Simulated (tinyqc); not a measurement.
Worked calculation: pair-potential crystal by lattice sums. Computed by tinyqc, a small Python program that keeps every step. Command: `OMP_NUM_THREADS=1 python tinyqc.py 3021686 3021687 out.jsonl pairsum walk`. One thread of a shared host (Intel(R) Xeon(R) Processor @ 2.30GHz), about 0.02 s of CPU time with the checks. Intermediate numbers are printed to about 7 digits and carried at full precision; extremes and crossings named in words are read from the listed rows.

Energy per atom E = (1/2) sum over neighbours of phi(r); d is the nearest-neighbour distance.

Inputs (values chosen for the exercise, for model atoms):
```
quantity                        value      unit
well depth eps                 0.0725        eV
pair minimum r0                   3.6  angstrom
cut-off r_c/r0                   2.38         -
trial neighbour distance d/r0    0.98         -
repulsive exponent n               12         -
attractive exponent m               6         -
```

Potential: Mie n-m. Structure: bcc.

Constants: 1 eV/angstrom^3 = 160.2176634 GPa.

## Shell sums at the trial distance

phi0(r) = eps [m (r0/r)^n - n (r0/r)^m]/(n - m); shifted-force cut-off: phi(r) = phi0(r) - phi0(r_c) - (r - r_c) phi0'(r_c) for r < r_c, zero beyond. Shells (distance in units of d, count): fcc 1.0000 (12), 1.4142 (6), 1.7321 (24), 2.0000 (12), 2.2361 (24), 2.4495 (8), 2.6458 (48), 2.8284 (6), 3.0000 (36), 3.1623 (24); hcp 1.0000 (12), 1.4142 (6), 1.6330 (2), 1.7321 (18), 1.9149 (12), 2.0000 (6), 2.2361 (12), 2.3805 (12), 2.4495 (6), 2.5166 (6), 2.5820 (12), 2.6458 (24), 2.7080 (6), 2.8868 (12), 3.0000 (12), 3.1091 (24), 3.1623 (12); bcc 1.0000 (8), 1.1547 (6), 1.6330 (12), 1.9149 (24), 2.0000 (8), 2.3094 (6), 2.5166 (24), 2.5820 (24), 2.8284 (24), 3.0000 (32); sc 1.0000 (6), 1.4142 (12), 1.7321 (8), 2.0000 (6), 2.2361 (24), 2.4495 (24), 2.8284 (12), 3.0000 (30), 3.1623 (24); diamond 1.0000 (4), 1.6330 (12), 1.9149 (12), 2.3094 (6), 2.5166 (12), 2.8284 (24), 3.0000 (16). Volumes per atom in d^3: fcc 0.70711, hcp 0.70711, bcc 0.76980, sc 1.00000, diamond 1.53960; hcp has the ideal c/a. Every shell inside the cut-off is summed. List each shell within the cut-off.

Shells:
```
shell  count  r (angstrom)     phi (eV)  phi' (eV/angstrom)  phi'' (eV/angstrom^2)
1          8      3.528000  -0.06770000         -0.03642986              0.6056209
2          6      4.073783  -0.04931887          0.05271400             -0.0201941
3         12      5.761200  -0.00601979          0.00789889             -0.0097151
4         24      6.755606  -0.00147979          0.00232591             -0.0029258
5          8      7.056000  -0.00089930          0.00158084             -0.0020869
6          6      8.147567  -0.00004574          0.00023304             -0.0006732
```

## Energy and virial pressure

E = (1/2) sum count x phi; P = -(1/(6 Omega)) sum count x r phi', Omega = 0.769800 d^3.

energy at the trial distance = -0.4763673 eV/atom

pressure at the trial distance = -1.014363 GPa

The pressure is negative, so the lattice wants to contract.

## Equilibrium

Equilibrium: dE/dd = 0 at the lowest minimum with d between 0.78 r0 and 1.45 r0; B = d^2 E''(d)/(9 Omega). Unrelaxed vacancy: removing an atom breaks its bonds (2|E|) and placing it on the surface returns |E|, so E_v = |E|.

equilibrium distance d = 3.456896 angstrom

energy per atom = -0.4833262 eV

bulk modulus B = 21.24893 GPa

unrelaxed vacancy energy = 0.4833262 eV

d is 4.0 % shorter than r0, because further shells pull and the first shell must push back.

## Elastic constants

At zero stress C_ijkl = (1/(2 Omega)) sum (phi'' - phi'/r) R_i R_j R_k R_l / r^2 over all neighbours, on cube axes; so C44 = C12 (Cauchy relation). C' = (C11 - C12)/2.

C11 = 18.46029 GPa

C12 = C44 = 22.64325 GPa

C' = -2.091481 GPa

C' is negative: the structure is unstable against a tetragonal shear.

## Ranking of structures

The formulas are those given above.

Each structure at its own equilibrium:
```
structure  neighbours  d (angstrom)  E (eV/atom)  volume (angstrom^3)   B (GPa)
fcc                12      3.526023   -0.5071653             30.99847  22.77785
hcp                12      3.526404   -0.5072972             31.00852  22.71898
bcc                 8      3.456896   -0.4833262             31.80074  21.24893
sc                  6      3.456663   -0.3245296             41.30200  10.89364
diamond             4      3.497567   -0.1810507             65.87279   3.91672
```

The order is hcp < fcc < bcc < sc < diamond; hcp lies 0.13 meV below fcc. fcc (-0.507165 eV) and hcp (-0.507297 eV) share two shells and differ from the third on. Pair forces reward the number of bonds: diamond reaches only 36 % of the best binding. Caution: each structure is relaxed in d alone and may be unstable against shear; the tiny fcc-hcp difference depends on the cut-off.

Checks made by the program: virial pressure against -dE/dV (relative difference 2e-08); (C11 + 2 C12)/3 against the curvature of E(d) (relative difference below 1e-10).
